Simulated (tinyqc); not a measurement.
Deep-level transient spectroscopy (DLTS) of one majority-carrier trap: one step, computed by the program tinyqc. Command: `OMP_NUM_THREADS=1 python tinyqc.py 3010259 3010260 out.jsonl dlts walk`. One thread of a shared host (Intel(R) Xeon(R) Processor @ 2.30GHz), about 0.04 s of CPU time with the checks.

A filling pulse loads the traps in a one-sided junction; under reverse bias they empty at the rate e, and the capacitance relaxes as C(t) = C_0 - dC exp(-e t). The signal is S = [C(t_2) - C(t_1)]/dC.

Question. Rate window and signal. S(e) = exp(-e t_1) - exp(-e t_2) peaks at the rate window e_0 = ln(t_2/t_1)/(t_2 - t_1).

Inputs (values chosen for the exercise, with mass and screening modelled on germanium): gate time t_1 = 0.0005 s; ratio t_2/t_1 = 10; temperature T = 69 K.

Carriers: holes. Extra term: none.

emission rate e = 2.096149 1/s

Give: rate window e_0; peak height S_max; signal at T.

Answer.

rate window e_0 = 511.7 1/s

peak height S_max = 0.6968

signal at T = 0.009378

At this T the trap empties slower than the window, by a factor 244: the point lies on the low-temperature side of the peak.
